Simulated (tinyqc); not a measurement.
# Ellipsometry and reflectance of a transparent film on an absorbing substrate, step by step

Numbers from tinyqc (`OMP_NUM_THREADS=1 python tinyqc.py 2870213 2870214 out.jsonl`; about 0.4 s on one thread of a shared Intel Xeon 2.30GHz). Printed values are rounded.

Air (index 1), film, substrate with N2 = n2 - i k2; time factor exp(+i w t). q_j = sqrt(N_j^2 - sin^2 th), root with positive real part. Fresnel coefficients r_s = (q_a - q_b)/(q_a + q_b), r_p = (N_b^2 q_a - N_a^2 q_b)/(N_b^2 q_a + N_a^2 q_b). tan(Psi) exp(i Delta) = R_p/R_s, Delta taken from 0 to 360 degrees.

Inputs (values chosen for the exercise); indices close to those of silicon dioxide on silicon: wavelength lam = 405 nm; angle of incidence th = 60 degrees; index of the transparent film n1 = 1.463; film thickness d = 34 nm; index of the substrate n2 = 5.42; extinction coefficient of the substrate k2 = 0.329.

## Interface coefficients and thickness period

q0, q1, q2 and the coefficients r01 and r12 for p and s; the results repeat in d with the period lam/(2 q1).

q0 = 0.5
q1 = 1.179139
q2 = 5.350628-0.333266i
r01,p = -0.04843883
r01,s = -0.4044567
r12,p = 0.5040361-0.0220348i
r12,s = -0.6397803+0.0183849i
period = 171.7355 nm

## Psi, Delta and reflectances

beta = 2 pi d q1/lam, X = exp(-2 i beta), R = (r01 + r12 X)/(1 + r01 r12 X) for p and s.

beta = 0.6219691 rad
X = 0.3210691-0.9470558i
R_p = 0.0815901-0.4896831i
R_s = -0.6471228+0.4197612i
Psi = 32.76526 degrees
Delta = 132.4294 degrees
|R_p|^2 = 0.2464465
|R_s|^2 = 0.5949674

The bare substrate gives Psi = 29.40 and Delta = 177.84 degrees.
